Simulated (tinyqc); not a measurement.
# Dead time against afterpulsing

Afterpulse probability pap = pa (Cd Vx/q) exp(-td/tt) Pm, with Pm the trigger probability of a released carrier; largest rate 1/td; each true event gives 1/(1 - pap) counts.

Values chosen for this exercise:
- Vx = 3.9 V (excess bias)
- Cd = 90 fF (diode capacitance)
- pa = 1.4e-7 (trapping probability per avalanche carrier)
- tt = 7.7 ns (trap release time)

Constants: q = 1.602176634e-19 C. Results are converted to the units shown.

Pm = 0.945

Results:
```
td (ns)   pap (%)  largest rate (1e6/s)  counts per event
1.5        23.854                666.67            1.3133
2.5        20.948                400.00            1.2650
4.1        17.018                243.90            1.2051
6.6        12.300                151.52            1.1403
17         3.1866                58.824            1.0329
28        0.76367                35.714            1.0077
46       0.073734                21.739            1.0007
```

Estimate the missing row, td = 11 ns.

Computed row:
```
td (ns)  pap (%)  largest rate (1e6/s)  counts per event
11        6.9460                90.909            1.0746
```

With this row back in the table: The afterpulse probability falls from 23.9 to 0.0737 %, a factor of ten for every 17.7 ns, while the largest rate falls from 667 to 21.7 million a second.

Computed by the program tinyqc: `OMP_NUM_THREADS=1 python tinyqc.py 2630041 2630042 out.jsonl`, one thread of a shared Intel Xeon 2.30GHz, about 0.01 s for the whole run.
